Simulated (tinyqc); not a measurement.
Thermionic emission over a Gaussian spread of barriers: one step of the calculation.

Metal on an n-type semiconductor with one parabolic valley; V > 0 is forward bias (metal positive). Patches of barrier height b are spread as a Gaussian with mean phi - r2 V and variance sg^2 + r3 V; each carries A* T^2 exp(-b/Vt) [exp(V/Vt) - 1].

Task. Apparent barrier, ideality and current. A* = 4 pi q me m0 kB^2/h^3 (times 1e-4 for A/(cm^2 K^2)). The mean of exp(-b/Vt) gives the apparent barrier phi_ap(V) = phi - r2 V - (sg^2 + r3 V)/(2 Vt), J = A* T^2 exp(-phi_ap/Vt) [exp(V/Vt) - 1], and 1/n = 1 + r2 + r3/(2 Vt).

Inputs (values chosen for the exercise); band and dielectric values close to those of gallium nitride: temperature T = 300 K; electron mass me = 0.199 m0; barrier height seen from the metal phi = 0.68 eV; standard deviation of the barrier heights sg = 0.055 eV; shift of the mean barrier per volt, with its sign reversed (rho2) r2 = -0.003; change of sg^2 per volt (rho3) r3 = -0.0017 V; bias V = 0.28 V.

Constants: q = 1.602176634e-19 C, kB = 1.380649e-23 J/K, h = 6.62607015e-34 J s, m0 = 9.1093837015e-31 kg, Vt = kB T/q. Results are converted to the units shown.

Find: A*; phi_ap(0); phi_ap(V); n; J.

Result.

A* = 23.914 A/(cm^2 K^2)
phi_ap(0) = 0.62149 eV
phi_ap(V) = 0.63154 eV
n = 1.0372
J = 2.6747 A/cm^2

Program tinyqc, `OMP_NUM_THREADS=1 python tinyqc.py 2640113 2640114 out.jsonl`; Intel Xeon 2.30GHz, shared host, one thread, about 0.01 s.
